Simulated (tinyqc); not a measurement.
From results back to parameters: Koster-Slater impurity in an sp3s* host.

Problem. In the Koster-Slater model a defect shifts the s level of its site by Vs and the p levels by Vp; an A1 level solves 1/Vs = G_s(E) and a T2 level 1/Vp = G_p(E), E from the top of the valence band. A defect has an A1 level at E = 0.5417 eV, one of the energies of the table, and a T2 level at 0.9028 eV.

G(E) of the host (1/eV):
```
E (eV),G_s,G_p
0.0000,0.0847577,0.4220570
0.1806,0.0800206,0.3144379
0.3611,0.0751227,0.2564654
0.5417,0.0699141,0.2150647
0.7222,0.0642073,0.1821930
0.9028,0.0577385,0.1543754
1.0833,0.0501006,0.1296126
1.2639,0.0406054,0.1064530
1.4444,0.0279542,0.0835052
```

Find: Vs, Vp.

Solution. Read G_s and G_p at the two energies and invert them. Vs is repulsive and pushes its level up from the valence bands. Vp is repulsive and pushes its level up from the valence bands.

Vs, Vp (eV): 14.3  6.5

tinyqc: `OMP_NUM_THREADS=1 python tinyqc.py 1480177 1480178 out.jsonl`; about 0.01 s, one thread, shared Intel(R) Xeon(R) Processor @ 2.30GHz.
